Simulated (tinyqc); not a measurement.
Inside a calculation. Method: plane-wave Kohn-Sham cycle with exchange-only LDA in a layered model solid. One step of it, computed by the program tinyqc.

Task: Iteration 2: Hamiltonian at one k. H(m,m') = (k + G_m)^2/2 delta + V(G_m - G_m'), with V(-G) = V(G).

A solid whose potential varies along x alone (atomic units):
```
parameter                      value
period a                    7.700000
cross-section of the cell  26.000000
electrons per cell                 2
grid points                       16
plane waves -n..n, n               2
k points                           2
V1 in V1 cos(2 pi x/a)     -0.560000
```

V(G_m), m = 0, 1, 2, ... (hartree): [-0.205448, -0.238271, -0.003346, 0.000211, 0.000939]

k = 0.250000 2 pi / a

Give: H.

Result:

H (hartree), order -2, -1, +0, +1, +2:
$$\begin{pmatrix}
0.8141 & -0.2383 & -0.0033 & 0.0002 & 0.0009 \\
-0.2383 & -0.0182 & -0.2383 & -0.0033 & 0.0002 \\
-0.0033 & -0.2383 & -0.1846 & -0.2383 & -0.0033 \\
0.0002 & -0.0033 & -0.2383 & 0.3147 & -0.2383 \\
0.0009 & 0.0002 & -0.0033 & -0.2383 & 1.4800
\end{pmatrix}$$
